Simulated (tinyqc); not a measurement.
Thermoelectric coefficients with electrons and holes, Landauer integrals: two steps of the calculation.

Bulk parabolic band, x = (E - Ec)/kB T, C = hbar^2/(2 m0), kB T in eV. Modes per area gv m kB T x/(4 pi C) times the back-scattering length l0 x^rr give the transport function s0 X(x), s0 = (2 q^2/h) gv m kB T l0/(4 pi C), X = x^(1 + rr). Holes have the same form with the prefactor bb s0 and the reduced level -eta - xg in place of eta. I_k = int X (x - eta)^k w dx, w = 1/(4 cosh^2((x - eta)/2)).

Values chosen for this exercise:

| symbol | value | unit | meaning |
|---|---|---|---|
| T | 400 | K | temperature |
| m | 0.56 | m0 | mass of one valley |
| gv | 6 |  | valleys |
| l0 | 2.3 | nm | back-scattering length at x = 1 |
| rr | 0 |  | energy exponent of that length |
| kL | 2.7 | W/(m K) | lattice thermal conductivity |
| eta | -1 |  | reduced Fermi level (EF - Ec)/kB T |
| xg | 3.9 |  | gap over kB T |
| bb | 0.42 |  | ratio of the hole prefactor to the electron prefactor |
| xa | 0 |  | lower end of the grid |
| xe | 12 |  | upper end of the grid |
| nE | 17 |  | points of the grid |

Constants: q = 1.602176634e-19 C, kB = 1.380649e-23 J/K, hbar = 1.054571817e-34 J s, h = 6.62607015e-34 J s, m0 = 9.1093837015e-31 kg, Vt = kB T/q, hbar^2/(2 m0) = 0.0380998212 eV nm^2. Results are converted to the units shown.

Problem 1. The three integrals on a coarse grid. Simpson's rule on nE equally spaced points from xa to xe.

Wanted: x; X; w; X w; I_0, I_1, I_2 on this grid.

Solution 1.

```
point       x        X          w        X w
0       0.000        0    0.19661          0
1       0.750  0.75000    0.12613   0.094597
2       1.500   1.5000   0.070104    0.10516
3       2.250   2.2500   0.035934   0.080851
4       3.000   3.0000   0.017663   0.052988
5       3.750   3.7500  0.0085039   0.031890
6       4.500   4.5000  0.0040536   0.018241
7       5.250   5.2500  0.0019230   0.010096
8       6.000   6.0000  9.1022e-4  0.0054613
9       6.750   6.7500  4.3037e-4  0.0029050
10      7.500   7.5000  2.0339e-4  0.0015254
11      8.250   8.2500  9.6093e-5  7.9277e-4
12      9.000   9.0000  4.5396e-5  4.0856e-4
13      9.750   9.7500  2.1444e-5  2.0908e-4
14     10.500   10.500  1.0130e-5  1.0636e-4
15     11.250   11.250  4.7851e-6  5.3832e-5
16     12.000   12.000  2.2603e-6  2.7124e-5
```

I_0, I_1, I_2 on this grid: 0.31334  0.99156  3.7780

Problem 2. Both bands together. sigma = s0 I_0, S = -(kB/q) I_1/I_0, Lorenz number L = (kB/q)^2 [I_2/I_0 - (I_1/I_0)^2], kappa_e = L sigma T. With both bands: sigma = sigma_n + sigma_p, S = (sigma_n S_n + sigma_p S_p)/sigma with S_p = +(kB/q) I_1/I_0 of the holes, and kappa_e is the sum of L sigma T of both bands and the bipolar term sigma_n sigma_p (S_p - S_n)^2 T/sigma. Power factor S^2 sigma, ZT = S^2 sigma T/(kappa_e + kL).

sigma = 135.04211 S/cm
S = -272.48674 uV/K
kappa_e = 0.083361213 W/(m K)
converged I_0, I_1, I_2 of the holes: 0.053562776  0.26390063  1.4080655

Find: sigma_p; S_p; S; bipolar kappa; ZT.

Solution 2.

sigma_p = 9.6978 S/cm
S_p = 424.57 uV/K
S = -225.78 uV/K
bipolar kappa = 0.17585 W/(m K)
ZT = 0.099541

Holes carry 6.70 % of the conductivity and change S from -272 to -226 uV/K. Electrons alone would give ZT = 0.144.

Range of the model: Parabolic bands, elastic scattering and a fixed kL make these model figures, not those of a material.

Numbers from tinyqc (`OMP_NUM_THREADS=1 python tinyqc.py 2800036 2800037 out.jsonl`; about 0.03 s on one thread of a shared Intel Xeon 2.30GHz).
